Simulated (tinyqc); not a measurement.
Bandgap voltage reference from two bipolar transistors: two steps of the calculation.

Two transistors of area 1 and N carry the same current I. Is(T) = Is (T/T0)^eta exp[(Vg0 q/kB)(1/T0 - 1/T)], VBE1 = Vt ln(I/Is(T)) + I rb, VBE2 = Vt ln(I/(N Is(T))) + I rb/N. The amplifier forces I R1(T) = VBE1 - VBE2 + Vos, with R(T) = R (1 + tc (T - T0)) for both resistors, and the output is Vref = VBE1 + I R2(T). Base currents and the Early effect are neglected.

Values chosen for this exercise; values of the order met in silicon bipolar transistors:

| symbol | value | unit | meaning |
|---|---|---|---|
| T0 | 298 | K | reference temperature |
| Vg0 | 1.173 | V | band-gap voltage extrapolated to 0 K |
| eta | 3.9 |  | temperature exponent of the saturation current |
| Is | 5.8e-18 | A | saturation current of the unit transistor at T0 |
| N | 8 |  | area ratio of the second transistor |
| R1 | 14 | kohm | resistor across which the difference of VBE falls, at T0 |
| tc | 0 | ppm/K | temperature coefficient of both resistors |
| Vos | 0 | mV | offset of the amplifier |
| rb | 34 | ohm | series resistance of the unit transistor |
| R2 | 136.3 | kohm | output resistor at T0 |
| T | 398 | K | temperature |

Constants: q = 1.602176634e-19 C, kB = 1.380649e-23 J/K. Results are converted to the units shown.

Task 1. Operating point at the reference temperature. Vt = kB T/q; I = (Vt ln N + Vos)/(R1(T) - rb (1 - 1/N)). Evaluate at T = T0.

Give: Vt; I; Is(T); VBE1; I R2; Vref.

Result 1.

Vt = 0.02568 V
I = 3.822 uA
Is(T) = 5.800e-18 A
VBE1 = 0.6990 V
I R2 = 0.5210 V
Vref = 1.220 V

Task 2. Operating point at another temperature. 

Give: Vt; I; Is(T); VBE1; I R2; Vref.

Result 2.

Vt = 0.034297 V
I = 5.1050 uA
Is(T) = 1.7294e-12 A
VBE1 = 0.51113 V
I R2 = 0.69582 V
Vref = 1.2069 V

From T0 to T, VBE1 changes by -188 mV and I R2 by 175 mV, which leaves -13.0 mV in Vref.

tinyqc, about 0.03 s, one thread, Intel Xeon 2.30GHz (shared host): `OMP_NUM_THREADS=1 python tinyqc.py 2062010 2062011 out.jsonl`
